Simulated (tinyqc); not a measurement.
Thickness from two neighbouring fringes.

Question. At normal incidence a transparent film with an index between those of air and substrate, taken as constant, has reflectance minima at 2 n1 d = (m + 1/2) lam (small phase shifts at the substrate neglected). Find d and the order m of the shorter wavelength.

Inputs (values chosen for the exercise): index of the transparent film n1 = 1.631.

wavelengths of two neighbouring reflectance minima (nm): 496  694.4

Solution. Neighbouring orders differ by one: 2 n1 d (1/lam1 - 1/lam2) = 1.

d = 532 nm
m = 3

tinyqc, about 0.4 s, one thread, Intel Xeon 2.30GHz (shared host): `OMP_NUM_THREADS=1 python tinyqc.py 2870137 2870138 out.jsonl`
